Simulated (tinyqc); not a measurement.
Static screening by free carriers, step by step. Values are carried at full precision from step to step, so a last printed digit may differ when a step is redone from the rounded ones.

kF = (3 pi^2 n/Mv)^(1/3), EF = c kF^2/m with c = hbar^2/2m0, n in 1/angstrom^3 (1e-24 per 1/cm^3), e2 = e^2/(4 pi eps0). Thomas-Fermi: qTF^2 = 6 pi e2 n/(eps EF). Debye: qD^2 = 4 pi e2 n/(eps kB T).

Constants: hbar^2/2m0 = 3.80998211 eV angstrom^2; e^2/(4 pi eps0) = 14.39964547 eV angstrom; kB = 8.617333262e-05 eV/K; a0 (Bohr radius) = 0.5291772105 angstrom; hbar = 6.58211957e-16 eV s.

Parameters, chosen for this exercise (near those of Ge; not measured data):
```
symbol  value   unit        meaning
n       2e+18   1/cm^3      carrier density
m       0.2173  m0          mass of one isotropic valley
Mv      4                   valleys
eps     16.5                background dielectric constant
T       77      K
q       0.0511  1/angstrom  wave vector
aD      24.3    angstrom    trial radius
NI      2e+18   1/cm^3      ionised impurities
```

## Fermi and screening wave vectors

Also the effective Bohr radius aB = a0 eps/m and rs = (3/(4 pi n))^(1/3)/aB.

kF = 0.024554 1/angstrom
EF at 0 K = 10.57 meV
EF/kT = 1.59
qTF = 0.055788 1/angstrom
qD = 0.057494 1/angstrom
aB = 40.18 angstrom
rs = 1.23

The gas is partly degenerate; neither limit is exact, and the true screening wave vector lies below both.

## Screening at finite temperature

F_j(eta) = (1/Gamma(j + 1)) integral_0^infinity x^j dx/(1 + exp(x - eta)), which tends to exp(eta) for eta << 0.

At finite T: qs^2 = qD^2 F_-1/2(eta)/F_1/2(eta), where n = Mv N F_1/2(eta) and N = 2 (m kB T/(4 pi c))^(3/2) with c = hbar^2/2m0, in 1/angstrom^3; times 1e24 for 1/cm^3.

Solve for eta and form qs.

n/(Mv N) = 1.513
eta = 0.938
qs = 0.04673 1/angstrom
screening length 1/qs = 21.40 angstrom

qs is 0.813 of the Debye value and 0.838 of the Thomas-Fermi value.

## Lindhard function at one q

Lindhard at zero temperature: eps(q)/eps = 1 + (qTF/q)^2 L(x), x = q/(2 kF), L(x) = 1/2 + ((1 - x^2)/(4x)) ln|(1 + x)/(1 - x)|.

Compare with Thomas-Fermi, 1 + (qTF/q)^2.

x = 1.0405
L(x) = 0.4221
eps(q)/eps, Lindhard = 1.503
eps(q)/eps, Thomas-Fermi = 2.192

The carriers respond with 42 % of their long-wave strength at this q, beyond 2 kF, where no pair of states on the Fermi surface is joined by q. The zero-temperature form is an exercise here: at the temperature of this gas EF is only 1.6 kT.

## A donor in the screened potential

Donor in the screened potential -(e2/eps) exp(-qs r)/r with the trial function exp(-r/a): E(a) = c/(m a^2) - (e2/eps) 4/(a (2 + qs a)^2), e2 = e^2/(4 pi eps0), c = hbar^2/2m0; isotropic mass.

Evaluate both terms at a = aD.

kinetic term = 29.693 meV
potential term = -14.611 meV
E(aD) = 15.082 meV
unscreened level -m Ry/eps^2 (Ry = 13.60569312 eV) = -10.860 meV

This trial radius gives no binding, nor does any radius up to 3 aB.

## Ionised-impurity scattering at E = 3 kT

Brooks-Herring rate for an electron of energy E: 1/tau = NI (pi e2^2/(eps^2 hbar)) (sqrt(c/m)/E^(3/2)) Phi(b), with Phi = ln(1 + b) - b/(1 + b), b = (2k/qs)^2, k^2 = m E/c, NI in 1/angstrom^3.

e2 = e^2/(4 pi eps0), c = hbar^2/2m0; mobility estimate mu = tau/(m m0/e) with m0/e = 5.685630e-12 kg/C, times 1e4 for cm^2/(V s).

b = 2.079
Phi = 0.4495
1/tau = 4.87e+12 1/s
mu at this energy = 1.66e+03 cm^2/(V s)

b is not large: the electron wavelength is comparable with the screening length, outside the regime that the Brooks-Herring formula is meant for.

## Checks

- Scattering rate against the golden-rule integral over angles (1/s): both 4.872e+12.
- L(x) at x = 0.7 against the integral over the Fermi sphere: both 0.81595.

Computed by tinyqc, a small Python program: `OMP_NUM_THREADS=1 python tinyqc.py 1681451 1681452 out.jsonl` (the numbers bound the seed that draws the inputs); one thread of a shared host (Intel(R) Xeon(R) Processor @ 2.30GHz), about 0.01 s for the whole set of steps.
